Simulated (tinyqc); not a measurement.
Thermal displacements in the Debye model: Debye-Waller factors, bond-length spread and the Lindemann rule: one step, computed by the program tinyqc.

A Debye spectrum with three branches of one velocity, cut at k_B Theta; 8 atoms per cube, nearest neighbours at d = 0.433013 a.

Problem. Lindemann melting temperature. <u_x^2> = (3 hbar^2/(2 M k_B Theta)) int_0^1 s coth(s Theta/(2T)) ds (64 Gauss-Legendre points); it tends to 3 hbar^2/(4 M k_B Theta) at T = 0 and to 3 hbar^2 T/(M k_B Theta^2) at high T. Melting is placed where sqrt(3 <u_x^2>) = x_L d; the classical form gives T_m = M k_B Theta^2 (x_L d)^2/(9 hbar^2).

Inputs (values chosen for the exercise, modelled on silicon):

| quantity | value | unit |
|---|---|---|
| atomic mass M | 28.09 | u |
| Debye temperature Theta | 521 | K |
| lattice constant a | 5.431 | angstrom |
| temperature T | 77 | K |
| Lindemann ratio x_L | 0.12 | - |

Structure: diamond.

<u_x^2> = 0.002841280 angstrom^2

Constants: hbar^2/u = 4.18015928e-03 eV angstrom^2; k_B = 8.617333262e-05 eV/K.

Give: Lindemann T_m; classical T_m; ratio sqrt(3 <u_x^2>)/d at T.

Solution.

Lindemann T_m = 1385.4 K

classical T_m = 1390.9 K

ratio sqrt(3 <u_x^2>)/d at T = 0.039259

The rule is empirical: x_L is fitted within a family of like crystals, and T_m goes as its square.
